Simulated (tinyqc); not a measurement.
MOS inversion layer, Poisson-Schroedinger loop: mixing schemes compared.

Electrons confined at an insulator interface at z = 0, treated as a hard wall; parabolic valleys, Hartree approximation, no image or exchange terms. The depletion charge lies far deeper than the electrons and gives a uniform field q Nd/(eps0 eps_r); the gate balances all charge. Energies are counted from the band edge at the interface.

V0 = q Nd z/(eps0 eps_r) in eV.

Tridiagonal Hamiltonian with psi = 0 one step beyond both ends: H_ii = C (1/m_(i-1/2) + 1/m_(i+1/2))/hz^2 + V0_i + U_i (+ dE for the set B), H_(i,i+1) = -C/(m_(i+1/2) hz^2), C = hbar^2/(2 m0). The lowest 2 level(s) of each valley set are kept, normalised to hz sum |psi|^2 = 1. The mass is the same on all intervals.

Level k holds N_k = D_k Vt ln(1 + exp((EF - E_k)/Vt)) with D = 2 md1 m0 q/(pi hbar^2) for the set A, D = 4 md2 m0 q/(pi hbar^2) for the set B per eV (spin included); EF is fixed by sum N_k = Ns.

n_i = sum_k N_k |psi_k|^2 (converted to cm^-3). Hartree part by Gauss: on the interval before node i the electrons still beyond are S_i = Ns - hz sum_(j<i) n_j, and U_i = U_(i-1) + q S_i hz/(eps0 eps_r) in eV, U_0 = 0 at the interface. Mixing: U(new) = U + a (U(out) - U).

Rounds from U = 0 until the largest |U(out) - U| is below 1e-7 eV (the round that meets it is counted). Anderson mixing of depth m keeps the last m inputs V and residuals F = V(out) - V(in), fits c by least squares to F = dF c over their successive differences dF, dV, and sets V(new) = V + a F - (dV + a dF) c.

Values chosen for this exercise; masses and permittivity close to those of silicon (100): temperature T = 77 K; relative permittivity eps_r = 11.7; mass along z of valley set A (2 valley(s)) mz1 = 0.931 m0; in-plane density-of-states mass of set A md1 = 0.192 m0; mass along z of valley set B (4 valley(s)) mz2 = 0.19 m0; in-plane density-of-states mass of set B md2 = 0.412 m0; sheet density of electrons Ns = 1.7e12 cm^-2; sheet density of depletion charge Nd = 1.5e12 cm^-2; extra shift of set B (strain) dE = 0 eV; mesh step hz = 0.91 nm.

Constants: q = 1.602176634e-19 C, kB = 1.380649e-23 J/K, hbar = 1.054571817e-34 J s, m0 = 9.1093837015e-31 kg, Vt = kB T/q, eps0 = 8.8541878128e-14 F/cm where lengths are in cm, hbar^2/(2 m0) = 0.0380998212 eV nm^2. Results are converted to the units shown.

```
node,z (nm)
1,0.91
2,1.82
3,2.73
4,3.64
5,4.55
6,5.46
7,6.37
8,7.28
9,8.19
10,9.1
11,10.01
12,10.92
13,11.83
14,12.74
15,13.65
```

Rounds needed:
```
a,depth m,rounds
1,plain,10
0.8,plain,9
0.6,plain,15
0.4,plain,26
0.2,plain,57
0.1,plain,120
0.5,2,10
0.5,4,7
0.5,8,6
```

What does the table show?

Among the plain runs a = 0.8 is fastest, with 9 rounds; larger factors overshoot and smaller ones creep. Anderson mixing needs 6 to 10 rounds.

tinyqc, about 0.9 s, one thread, Intel Xeon 2.30GHz (shared host): `OMP_NUM_THREADS=1 python tinyqc.py 2160072 2160073 out.jsonl`
